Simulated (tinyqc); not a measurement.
Kissinger analysis: growth of a silicide layer between metal and silicon: linear-parabolic kinetics, ramp anneals and Kissinger analysis. Computed by tinyqc, a small Python program. Command: `OMP_NUM_THREADS=1 python tinyqc.py 3018933 3018934 out.jsonl silicide walk`. One thread of a shared host (Intel(R) Xeon(R) Processor @ 2.30GHz), about 0.1 s of CPU time with the checks.

One compound layer of thickness x grows by diffusion through itself and reaction at an interface, dx/dt = 1/(2x/K + 1/v), until the metal is used up at x = a h.

Inputs (values chosen for the exercise, modelled on CoSi):

| quantity | value | unit |
|---|---|---|
| metal thickness h | 7.9 | nm |
| silicide formed per metal thickness a | 2.02 | - |
| prefactor of the parabolic constant K | 4.5e+14 | nm^2/s |
| activation energy E of K | 1.98 | eV |
| prefactor of the interface velocity v | 1e+15 | nm/s |
| activation energy E_v | 2.18 | eV |

Constants: k_B = 8.617333262e-05 eV/K.

Method:
- The silicide ends at the thickness a h.
- K = K0 exp(-E/(k_B T)), v = v0 exp(-E_v/(k_B T)).
- Temperatures in kelvin are T(C) + 273.15.
- Ramp from x = 0 at 100 C at the rate beta: dx/dT = (1/beta)/(2x/K + 1/v), integrated adaptively (tolerance 1e-9) until x = a h at T_f.
- Plot ln(beta/T_f^2) against 1/(k_B T_f), T_f in kelvin; minus the least-squares slope estimates the activation energy.

final thickness = 15.958 nm

Ramps:

| beta (C/s) | T_f (C) | 1/(k_B T_f) (1/eV) | ln(beta/T_f^2) |
|---|---|---|---|
| 0.03 | 403.48 | 17.150 | -16.541 |
| 0.1 | 425.89 | 16.601 | -15.402 |
| 0.3 | 447.69 | 16.099 | -14.365 |
| 1 | 473.21 | 15.548 | -13.230 |
| 3 | 498.13 | 15.046 | -12.197 |
| 10 | 527.43 | 14.495 | -11.068 |
| 30 | 556.18 | 13.993 | -10.040 |

Kissinger energy = 2.0586 eV

A thousandfold faster ramp raises the completion temperature by only 153 C. The fit gives 2.059 eV, against E = 1.98 eV for diffusion and E_v = 2.18 eV for the interface: it lies 39 % of the way from E to E_v, as both steps resist. Caution: nucleation and competing phases are left out; disilicides such as CoSi2 and the low-resistance form of TiSi2 start by nucleation and follow this law at best in part.

Extremes, crossings and ranges named in words are read from the listed rows.
